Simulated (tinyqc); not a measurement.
From results to parameters: two-site tight-binding chain. Computed by the program tinyqc.

Problem. A two-site chain has site energies +delta (A) and -delta (B) and hoppings t1 > t2 > 0, so E = +/- sqrt(delta^2 + |t1 + t2 exp(-ika)|^2). Find delta, t1 and t2.

upper band at k = 0 = 2.529269 eV
upper band at the zone edge = 1.111396 eV
weight of the upper band on site A at the zone edge = 0.931889

Solution. The weight on A is (1 + delta/E)/2, which gives delta; then t1 + t2 = sqrt(E(0)^2 - delta^2) and t1 - t2 = sqrt(E(edge)^2 - delta^2).

delta, t1, t2 (eV): 0.9600  1.4500  0.8900
